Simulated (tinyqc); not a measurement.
Input admittance of a MOSFET at zero drain bias: distributed channel and distributed gate: two steps of the calculation.

Source and drain grounded, strong inversion, w = 2 pi f, Cox = eps0 eox/tox. The channel is an RC line of resistance 1/(mu Cox Vo) per square fed from both ends, so one finger has the intrinsic admittance y = i w Cox L tanh(g)/g per width, g = (1/2) sqrt(i w tau), tau = L^2/(mu Vo). The vertical resistance rv/L is in series with y, the overlaps 2 i w Cov in parallel: y_t = 1/(1/y + rv/L) + 2 i w Cov. The gate strip is a line of Rsh/L per length loaded by y_t, so a finger has Y = y_t Wf tanh(k)/k, k = (Wf/sd) sqrt(y_t Rsh/L); the device has Nf Y.

Inputs (values chosen for the exercise); values of the order met in silicon radio-frequency transistors:
```
symbol,value,unit,meaning
eox,3.9,,relative permittivity of the gate insulator (close to silicon dioxide)
tox,4.8,nm,insulator thickness
L,1.1,um,channel length
Wf,11,um,finger width
Nf,8,,number of fingers
mu,320,cm^2/(V s),channel mobility
Vo,0.7,V,gate overdrive
Rsh,26,ohm/square,sheet resistance of the gate
rv,12,ohm um^2,vertical resistivity of the gate stack
sd,2,,number of ends at which a finger is contacted
Cov,0.3,fF/um,overlap and fringe capacitance on each side
f,11,GHz,frequency
```

Constants: eps0 = 8.8541878128e-14 F/cm where lengths are in cm. Results are converted to the units shown.

Problem 1. Admittance of the channel and stack per width. tau, g, c = Cox L, y and y_t as defined.

Give: tau; g; c; y; y_t.

Solution 1.

tau = 54.018 ps
g = 0.68314+0.68314i
c = 7.9134 fF/um
y = 149.17+491.35i uS/um
y_t = 151.55+531.21i uS/um

w tau = 3.73, and Im y is 0.898 of w c.

Problem 2. Input impedance of the device. k and Y as defined; Z = 1/(Nf Y) = R + 1/(i w C); Q = |Im Z|/R; signal at the point farthest from a contact |1/cosh k|.

y_t = 151.54502+531.20861i uS/um

Wanted: k; Nf Y; R; C; Q; signal at the far point.

Solution 2.

k = 0.5017+0.3786i
Nf Y = 17.98+42.84i mS
R = 8.330 ohm
C = 728.9 fF
Q = 2.383
signal at the far point = 0.9379

Computed by the program tinyqc: `OMP_NUM_THREADS=1 python tinyqc.py 2262027 2262028 out.jsonl`, one thread of a shared Intel Xeon 2.30GHz, about 0.01 s for the whole run.
